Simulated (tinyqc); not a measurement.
Polytypes by hexagonality, and a cubic inclusion as a quantum well, step by step. Values are carried at full precision from step to step, so a last printed digit may differ when a step is redone from the rounded ones.

A layer is h if its two neighbours in the periodic sequence sit on the same site, k otherwise; the hexagonality h is the share of h layers.

Constants: hbar^2/2m0 = 3.80998211 eV angstrom^2.

Parameters, chosen for this exercise (of the order of those of InP; the results hold for these values, not for the real material): E3 = 1.415 eV (gap of the cubic polytype); E2 = 1.49 eV (gap of 2H); Ev2 = 0.05 eV (valence top of 2H above that of 3C); P2 = -0.0016 C/m^2 (spontaneous polarisation of 2H); m = (0.078, 0.079) m0 (electron mass along c in the cubic layer and in the host); d = 3.395 angstrom (thickness of a double layer); eps = 12.6 (dielectric constant); N = 12 (double layers in the cubic inclusion).

## Hexagonality

Stacking sequences:

| polytype | sequence |
|---|---|
| 4H | ABCB |
| 3C | ABC |
| 2H | AB |
| 15R | ABCACBCABACABCB |
| 10H | ABCABCBACB |

Give the h/k string and h of each.

Hexagonality:

| polytype | h/k string | h |
|---|---|---|
| 4H | hkhk | 0.5000 |
| 3C | kkk | 0.0000 |
| 2H | hh | 1.0000 |
| 15R | hkkhkhkkhkhkkhk | 0.4000 |
| 10H | hkkkkhkkkk | 0.2000 |

## Gaps and band edges

Gap: E3 + (E2 - E3) h. Valence top Ev2 h and polarisation P2 h, both counted from 3C; Ec = Ev + gap.

Evaluate for each polytype.

Results:

| polytype | gap (eV) | Ev (eV) | Ec (eV) | P (C/m^2) |
|---|---|---|---|---|
| 4H | 1.4525 | 0.0250 | 1.4775 | -0.00080 |
| 3C | 1.4150 | 0.0000 | 1.4150 | 0.00000 |
| 2H | 1.4900 | 0.0500 | 1.5400 | -0.00160 |
| 15R | 1.4450 | 0.0200 | 1.4650 | -0.00064 |
| 10H | 1.4300 | 0.0100 | 1.4400 | -0.00032 |

The widest gap is that of 2H, the narrowest that of 3C. Ev and Ec both rise with h, so 3C collects electrons and the more hexagonal side holes: a staggered line-up.

## The bound level without the field

A cubic inclusion of width L = N d in the host (h = 1) is a well of depth V = Ec(host) - Ec(3C). Square well with mass mismatch: k tan(k L/2) = (m_w/m_b) q, k = sqrt(m_w E/c), q = sqrt(m_b (V - E)/c), c = hbar^2/2m0, lowest root. The depth of the level, V - E, is its binding, and the transition to the valence top of the host is gap(host) - (V - E). The step in polarisation gives a field |F| = |P|/(eps eps0) in a thin inclusion, eps0 = 8.8541878e-12 F/m.

Give V, L, the level E, its depth below the host conduction edge and the transition to the valence top of the host, gap(host) - (V - E).

V = 0.1250 eV
L = 40.740 angstrom
E above the bottom = 0.0664 eV
depth below the host edge = 0.0586 eV
transition = 1.4314 eV

The level keeps 47 % of the well depth. The transition lies above the gap of 3C itself (1.415 eV).

## The polarisation field

Give |F|, the drop |F| L, the bound charge |P|/e per cm^2 (e = 1.602176634e-19 C), and, as a first estimate, the shift -|F| L/2 of the transition for an electron centred in the layer and a hole in the host on the high side.

|F| = 0.143 MV/cm
drop = 58.4 meV
bound charge = 9.99e+11 cm^-2
estimated shift = -29.2 meV

The drop is 47 % of the well depth. The host edge on the low side sinks by 29 meV against the centre, less than the 59 meV by which the flat well binds.

## Checks

- Square-well root against finite differences on a grid of 0.5 angstrom (eV): both 0.066.

Computed by tinyqc, a small Python program: `OMP_NUM_THREADS=1 python tinyqc.py 1880870 1880871 out.jsonl` (the numbers bound the seed that draws the inputs); one thread of a shared host (Intel(R) Xeon(R) Processor @ 2.30GHz), about 0.08 s for the whole set of steps.
